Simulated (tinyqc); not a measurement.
Bias-temperature instability from a Gaussian distribution of capture and emission barriers: one step, computed by the program tinyqc. Command: `OMP_NUM_THREADS=1 python tinyqc.py 3018972 3018973 out.jsonl bti walk`. One thread of a shared host (Intel(R) Xeon(R) Processor @ 2.30GHz), about 0.01 s of CPU time with the checks.

Each trap has a capture time tau_0 exp(E_c/(k_B T)) under stress and an emission time tau_0 exp(E_e/(k_B T)) after it. E_c is Gaussian, and E_e = E_c + d with d Gaussian and independent. A trap counts as filled once t_s exceeds its capture time and as emptied once t_r exceeds its emission time.

Task: Recovery. Demarcation energies E_s = k_B T ln(t_s/tau_0), E_r = k_B T ln(t_r/tau_0); mean barrier mu = mu_c - k_F F; z = (E_s - mu)/sigma_c; Phi is the standard normal distribution. Temperatures in kelvin are T(C) + 273.15. Remaining shift dV = V_max int_(-infinity)^(E_s) g(E_c) [1 - Phi((E_r - E_c - delta)/sigma_d)] dE_c, g the Gaussian density of E_c (Gauss-Legendre, 120 points over 7 sigma_c below E_s).

Inputs (values chosen for the exercise, for a model p-channel transistor):
```
quantity,value,unit
shift with all traps filled V_max,78,mV
spread of capture barriers sigma_c,0.37,eV
"mean of E_e - E_c at the stress field, delta",-0.047,eV
"spread of E_e - E_c, sigma_d",0.26,eV
time constant tau_0,5e-09,s
temperature T,60,C
stress time t_s,10000,s
recovery time t_r,8,s
```

mean barrier mu = 1.475 eV

shift without recovery dV0 = 2.872311 mV

Constants: k_B = 8.617333262e-05 eV/K.

Give: E_r; remaining shift dV; remaining share dV/dV0.

Result:

E_r = 0.6084 eV

remaining shift dV = 1.502 mV

remaining share dV/dV0 = 0.5228

A measurement delay of t_r hides 48 % of the shift.
